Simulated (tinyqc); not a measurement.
## Energy and delay of logic against supply voltage: energy and delay against supply voltage

One expression serves below and above threshold: I(Vg) = Ik [ln(1 + exp((Vg - VT + dd V)/(al nf Vt)))]^al, with I_on = I(V) and I_off = I(0). Gate delay td = kd C V/I_on, clock period LD td. Per gate and cycle the switching energy is act C V^2 and the leakage energy I_off V LD td. No short-circuit current, no variation. Minima are sought above 0.09 V; below a few Vt gates no longer switch and the model has no meaning.

EDP = energy times td.

Values chosen for this exercise; values of the order met in logic technologies: temperature T = 250 K; threshold voltage at zero drain bias VT = 0.42 V; slope factor nf = 1.15; barrier lowering per volt of supply dd = 0.07; specific current of a gate Ik = 0.5 uA; exponent of the current law al = 1.78; load capacitance of a gate C = 1.6 fF; delay factor kd = 1.2; logic depth LD = 16; activity factor act = 0.02.

Constants: q = 1.602176634e-19 C, kB = 1.380649e-23 J/K, Vt = kB T/q. Results are converted to the units shown.

Result of one run:
```
V (V)	I_on (uA)	I_off (nA)	td (ps)	switching (aJ)	leakage (aJ)	energy (aJ)	EDP (fJ ps)
0.73	21.110	1.7068e-4	66.395	17.053	1.3236e-4	17.053	1.1322
```

What becomes of these results when the supply voltage V is changed from 0.73 to 0.27 V, all else the same?

Result of the changed run:
```
V (V)	I_on (uA)	I_off (nA)	td (ps)	switching (aJ)	leakage (aJ)	energy (aJ)	EDP (fJ ps)
0.27	0.0024069	4.6535e-5	2.1538e5	2.3328	0.043297	2.3761	511.76
```

The whole series:
```
V (V)	I_on (uA)	I_off (nA)	td (ps)	switching (aJ)	leakage (aJ)	energy (aJ)	EDP (fJ ps)
0.15	1.4091e-5	3.3154e-5	2.0438e7	0.72000	1.6263	2.3463	47954
0.27	0.0024069	4.6535e-5	2.1538e5	2.3328	0.043297	2.3761	511.76
0.38	0.17403	6.3496e-5	4192.4	4.6208	0.0016185	4.6224	19.379
0.5	2.8888	8.9122e-5	332.31	8.0000	2.3693e-4	8.0002	2.6586
0.62	10.474	1.2509e-4	113.66	12.301	1.4104e-4	12.301	1.3981
0.73	21.110	1.7068e-4	66.395	17.053	1.3236e-4	17.053	1.1322
0.85	36.278	2.3956e-4	44.986	23.120	1.4657e-4	23.120	1.0401
0.97	54.918	3.3624e-4	33.912	30.109	1.7697e-4	30.109	1.0211
1.08	74.904	4.5877e-4	27.683	37.325	2.1946e-4	37.325	1.0333
1.2	99.742	6.4389e-4	23.100	46.080	2.8557e-4	46.080	1.0644
```

td falls from 2.04e7 to 23.1 ps; the energy rises from 2.35 to 46.1 aJ and the EDP goes from 48000 through a minimum of 1.02 (at V = 0.97 V among the rows listed) to 1.06 fJ ps. The exact minima lie at V = 0.197 V for the energy and 0.965 V for the EDP. Going from 1.2 V to the energy minimum saves a factor of 27.7 in energy and costs a factor of 1.52e5 in delay. Below the minimum the leakage energy rises faster than the switching energy falls, because the clock period grows so steeply.

Program tinyqc, `OMP_NUM_THREADS=1 python tinyqc.py 2082159 2082160 out.jsonl`; Intel Xeon 2.30GHz, shared host, one thread, about 0.01 s.
